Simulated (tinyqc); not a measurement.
Octagonal on-chip spiral inductor, lumped pi model: one step of the calculation.

Outer diameter do = di + 2 n wd + 2 (n - 1) sp, mean da = (do + di)/2, fill p = (do - di)/(do + di), length l = 3.314 n da. L = 2.25 mu0 n^2 da/(1 + 3.55 p), mu0 = 4 pi 1e-7 H/m. Rs = rho l/(wd delta (1 - exp(-th/delta))), delta = sqrt(rho/(pi f mu0)). Cs = n wd^2 eps0 eo/hu across the coil. At each end Cox = l wd eps0 eo/(2 ho) leads to the substrate branch Rsi = 2 rs he/(l wd) in parallel with Csi = l wd eps0 11.7/(2 he). With one end grounded Y = 1/(Rs + i w L) + i w Cs + 1/[1/(i w Cox) + 1/(1/Rsi + i w Csi)], w = 2 pi f; Q = -Im Y/Re Y. Eddy currents in neighbouring turns and in the substrate are left out.

Question. Geometry and model elements. do, l, L, delta, Rs, Cs, Cox, Rsi and Csi as defined.

Inputs (values chosen for the exercise); values of the order met in silicon radio-frequency processes: number of turns n = 5.5; line width wd = 10 um; space between turns sp = 3 um; inner diameter di = 80 um; metal thickness th = 2 um; metal resistivity rho = 3 uohm cm; oxide below the coil ho = 9.2 um; oxide between coil and underpass hu = 0.8 um; relative permittivity of the oxide eo = 3.9; substrate resistivity rs = 20 ohm cm; effective spreading depth in the substrate he = 30 um; frequency f = 6.4 GHz.

Constants: eps0 = 8.8541878128e-12 F/m. Results are converted to the units shown.

Find: do; l; L; delta; Rs; Cs; Cox; Rsi; Csi.

Answer.

do = 217.00 um
l = 2706.7 um
L = 4.8155 nH
delta = 1.0897 um
Rs = 8.8666 ohm
Cs = 23.740 fF
Cox = 50.797 fF
Rsi = 443.34 ohm
Csi = 46.733 fF

Computed by the program tinyqc: `OMP_NUM_THREADS=1 python tinyqc.py 2302086 2302087 out.jsonl`, one thread of a shared Intel Xeon 2.30GHz, about 0.01 s for the whole run.
